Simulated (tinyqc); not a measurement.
On-chip interconnect, size-dependent resistivity and RC delay: two steps of the calculation.

A rectangular line between two neighbours and two ground planes. Surface and grain-boundary scattering are added to the bulk resistivity as corrections; capacitances are parallel-plate values without fringing; inductance is ignored.

Parameters, values chosen for the exercise; metal values close to those of cobalt:
```
symbol  value     unit                                             meaning
rho0     6.27  uohm cm                                    bulk resistivity
lam      12.1       nm                                 bulk mean free path
ps          0                         specular share of surface scattering
Rg       0.21                   reflection coefficient of grain boundaries
gr          1                              grain size over the metal width
wd         25       nm                                    drawn line width
AR        1.7                              aspect ratio, height over width
tl        0.4       nm  liner on both walls and the bottom, not conducting
sp         38       nm                     space to the neighbouring lines
hd         31       nm     dielectric height to the planes above and below
ek        2.5                      relative permittivity of the dielectric
Mf          1                              Miller factor of the neighbours
Lw         67       um                                         line length
Rd        560      ohm                                   driver resistance
Cl        2.3       fF                                    load capacitance
```

Constants: eps0 = 8.8541878128e-12 F/m. Results are converted to the units shown.

Question 1. Resistivity, resistance and capacitance per length. Metal width x = wd - 2 tl, height y = AR wd - tl; grain boundaries (Mayadas-Shatzkes): al = (lam/(gr x)) Rg/(1 - Rg), g = 1/[1 - 3 al/2 + 3 al^2 - 3 al^3 ln(1 + 1/al)] - 1; surfaces (Fuchs-Sondheimer, thick limit): s = (3/8) lam (1 - ps)(1/x + 1/y); rho = rho0 (1 + g + s); r = rho/(x y); c = eps0 ek (2 wd/hd + 2 Mf AR wd/sp).

Give: x; y; al; g; s; rho; r; c.

Answer 1.

x = 24.20 nm
y = 42.10 nm
al = 0.1329
g = 0.1926
s = 0.2953
rho = 9.329 uohm cm
r = 91.56 ohm/um
c = 0.08522 fF/um

Question 2. Ladder and Elmore delays. 7 equal pi sections: series Rs = r Lw/7; node capacitances c Lw/7, halved at nodes 0 and 7, with Cl added to node 7; Rd feeds node 0. Elmore delay of node k: the sum, over the resistors on the path to k, of resistance times all capacitance downstream of it.

r = 91.564004 ohm/um
c = 0.085215920 fF/um

Wanted: Rs; C; Elmore delay.

Answer 2.

Rs = 876.4 ohm

| node | C (fF) | Elmore delay (ps) |
|---|---|---|
| 0 | 0.4078 | 4.485 |
| 1 | 0.8156 | 11.15 |
| 2 | 0.8156 | 17.09 |
| 3 | 0.8156 | 22.33 |
| 4 | 0.8156 | 26.84 |
| 5 | 0.8156 | 30.65 |
| 6 | 0.8156 | 33.74 |
| 7 | 2.708 | 36.11 |

The far-end value equals Rd (c Lw + Cl) + r Lw (c Lw/2 + Cl) for any number of pi sections; the line resistance contributes 87.6 % of it.

Program tinyqc, `OMP_NUM_THREADS=1 python tinyqc.py 2100021 2100022 out.jsonl`; Intel Xeon 2.30GHz, shared host, one thread, about 0.01 s.
